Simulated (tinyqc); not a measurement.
## Field, mass and barrier from the scaled variables

Question. A barrier edge falls as U0 - F x over a width d with F = V/d. With e = (C F^2/m1)^(1/3), C = hbar^2/(2 m0), the Airy arguments at its edges are z1 = (U0 - E)/e and z2 = (U0 - V - E)/e. Find e, m1 and U0.

Parameters, values chosen for the exercise: electron energy E = 0.54 eV; barrier width d = 2.7 nm; voltage across the barrier V = 0.88 V.

Constants: q = 1.602176634e-19 C, hbar = 1.054571817e-34 J s, m0 = 9.1093837015e-31 kg, hbar^2/(2 m0) = 0.0380998212 eV nm^2. Results are converted to the units shown.

z1 and z2: [5.4204037, 1.9887812]

Answer. z1 - z2 = V/e gives e, its definition gives m1, and U0 = E + z1 e.

e = 0.2564 eV
m1 = 0.2400 m0
U0 = 1.930 eV

Numbers from tinyqc (`OMP_NUM_THREADS=1 python tinyqc.py 2580134 2580135 out.jsonl`; about 0.02 s on one thread of a shared Intel Xeon 2.30GHz).
